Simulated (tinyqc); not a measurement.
Decay of LO phonons and the hot-phonon bottleneck in the cooling of electrons: one step, computed by the program tinyqc.

n(E, T) = 1/(exp(E/(k_B T)) - 1) is the Bose occupation. Electrons have a temperature T_e; the LO modes within their reach share one occupation N; the decay products stay at the lattice temperature.

Task: Lifetime and Raman width. Decay rate 1/tau = (1/tau_0) [1 + 2 n_2 + b (1 + 3 n_3 + 3 n_3^2)]/(1 + b), n_2 = n(hbar omega/2), n_3 = n(hbar omega/3). Full width Gamma = 1/(2 pi c tau) in 1/cm, c in cm/s.

Inputs (values chosen for the exercise, modelled on gallium oxide):
```
quantity                              value  unit
LO energy hbar omega                   42.8   meV
lifetime at T = 0, tau_0                1.6    ps
weight b of the three-phonon channel  0.056     -
lattice temperature T                    77     K
```

Decay channel: two equal phonons plus a three-phonon channel.

Constants: k_B = 8.617333262e-05 eV/K; c = 299792458 m/s.

Give: thermal factor tau_0/tau; phonon lifetime tau; Raman width Gamma; equilibrium LO occupation N_0.

Result:

thermal factor tau_0/tau = 1.102

phonon lifetime tau = 1.452 ps

Raman width Gamma = 3.657 1/cm

equilibrium LO occupation N_0 = 0.001583

Spontaneous decay rules: the products are hardly occupied.
